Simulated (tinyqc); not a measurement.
# Energy and delay of logic against supply voltage: effects of single changes

One expression serves below and above threshold: I(Vg) = Ik [ln(1 + exp((Vg - VT + dd V)/(al nf Vt)))]^al, with I_on = I(V) and I_off = I(0). Gate delay td = kd C V/I_on, clock period LD td. Per gate and cycle the switching energy is act C V^2 and the leakage energy I_off V LD td. No short-circuit current, no variation. Minima are sought above 0.09 V; below a few Vt gates no longer switch and the model has no meaning.

Inputs (values chosen for the exercise); values of the order met in logic technologies:
```
symbol  value  unit                               meaning
T         358     K                           temperature
VT       0.33     V  threshold voltage at zero drain bias
nf       1.36                                slope factor
dd       0.08         barrier lowering per volt of supply
Ik       0.31    uA            specific current of a gate
al       1.53                 exponent of the current law
C         2.2    fF            load capacitance of a gate
kd        0.6                                delay factor
LD         30                                 logic depth
act       0.1                             activity factor
```

Constants: q = 1.602176634e-19 C, kB = 1.380649e-23 J/K, Vt = kB T/q. Results are converted to the units shown.

Each table varies one quantity; the others keep the values above.

## Energy and delay against supply voltage

EDP = energy times td.

Result of one run:

| V (V) | I_on (uA) | I_off (nA) | td (ps) | switching (aJ) | leakage (aJ) | energy (aJ) | EDP (fJ ps) |
|---|---|---|---|---|---|---|---|
| 0.97 | 12.46 | 0.7452 | 102.8 | 207.0 | 2.229 | 209.2 | 21.51 |

What becomes of these results when the supply voltage V is changed from 0.97 to 0.15 V, all else the same?

Result of the changed run:

| V (V) | I_on (uA) | I_off (nA) | td (ps) | switching (aJ) | leakage (aJ) | energy (aJ) | EDP (fJ ps) |
|---|---|---|---|---|---|---|---|
| 0.15 | 0.005356 | 0.1575 | 3.697e4 | 4.950 | 26.21 | 31.16 | 1152 |

The whole series:

| V (V) | I_on (uA) | I_off (nA) | td (ps) | switching (aJ) | leakage (aJ) | energy (aJ) | EDP (fJ ps) |
|---|---|---|---|---|---|---|---|
| 0.15 | 0.005356 | 0.1575 | 3.697e4 | 4.950 | 26.21 | 31.16 | 1152 |
| 0.27 | 0.08770 | 0.1979 | 4064 | 16.04 | 6.513 | 22.55 | 91.64 |
| 0.38 | 0.5787 | 0.2438 | 866.7 | 31.77 | 2.409 | 34.18 | 29.62 |
| 0.5 | 1.934 | 0.3061 | 341.3 | 55.00 | 1.567 | 56.57 | 19.31 |
| 0.62 | 3.971 | 0.3843 | 206.1 | 84.57 | 1.473 | 86.04 | 17.73 |
| 0.73 | 6.276 | 0.4734 | 153.5 | 117.2 | 1.592 | 118.8 | 18.24 |
| 0.85 | 9.185 | 0.5940 | 122.2 | 158.9 | 1.850 | 160.8 | 19.64 |
| 0.97 | 12.46 | 0.7452 | 102.8 | 207.0 | 2.229 | 209.2 | 21.51 |
| 1.08 | 15.75 | 0.9171 | 90.53 | 256.6 | 2.690 | 259.3 | 23.47 |
| 1.2 | 19.63 | 1.150 | 80.69 | 316.8 | 3.340 | 320.1 | 25.83 |

td falls from 37000 to 80.7 ps; the energy goes from 31.2 through a minimum of 22.6 (at V = 0.27 V among the rows listed) to 320 aJ and the EDP goes from 1150 through a minimum of 17.7 (at V = 0.62 V among the rows listed) to 25.8 fJ ps. The exact minima lie at V = 0.244 V for the energy and 0.627 V for the EDP. Going from 1.2 V to the energy minimum saves a factor of 14.6 in energy and costs a factor of 79.7 in delay. Below the minimum the leakage energy rises faster than the switching energy falls, because the clock period grows so steeply.

## Optimum supplies against the activity factor

Same model as above.

V_min minimises the energy and V_EDP the product of energy and td.

Result of one run:

| act | V_min (V) | energy at V_min (aJ) | leakage share (%) | clock at V_min (MHz) | V_EDP (V) | clock at V_EDP (GHz) |
|---|---|---|---|---|---|---|
| 0.02 | 0.3338 | 8.293 | 40.88 | 21.99 | 0.6498 | 0.1772 |

What becomes of these results when the activity factor act is changed from 0.02 to 0.005, all else the same?

Result of the changed run:

| act | V_min (V) | energy at V_min (aJ) | leakage share (%) | clock at V_min (MHz) | V_EDP (V) | clock at V_EDP (GHz) |
|---|---|---|---|---|---|---|
| 0.005 | 0.4136 | 3.897 | 51.70 | 53.35 | 0.7045 | 0.2047 |

The whole series:

| act | V_min (V) | energy at V_min (aJ) | leakage share (%) | clock at V_min (MHz) | V_EDP (V) | clock at V_EDP (GHz) |
|---|---|---|---|---|---|---|
| 0.002 | 0.4682 | 2.635 | 63.39 | 80.78 | 0.7593 | 0.2312 |
| 0.005 | 0.4136 | 3.897 | 51.70 | 53.35 | 0.7045 | 0.2047 |
| 0.01 | 0.3730 | 5.579 | 45.13 | 35.65 | 0.6721 | 0.1885 |
| 0.02 | 0.3338 | 8.293 | 40.88 | 21.99 | 0.6498 | 0.1772 |
| 0.05 | 0.2831 | 14.43 | 38.91 | 10.23 | 0.6331 | 0.1685 |
| 0.1 | 0.2440 | 21.96 | 40.38 | 5.180 | 0.6267 | 0.1652 |

As act goes from 0.002 to 0.1, V_min falls from 0.468 to 0.244 V, the energy there rises from 2.64 to 22.0 aJ, the clock there falls from 80.8 to 5.18 MHz and V_EDP falls from 0.759 to 0.627 V. act and LD enter V_min only through the ratio act/LD.

Program tinyqc, `OMP_NUM_THREADS=1 python tinyqc.py 2082093 2082094 out.jsonl`; Intel Xeon 2.30GHz, shared host, one thread, about 0.01 s.
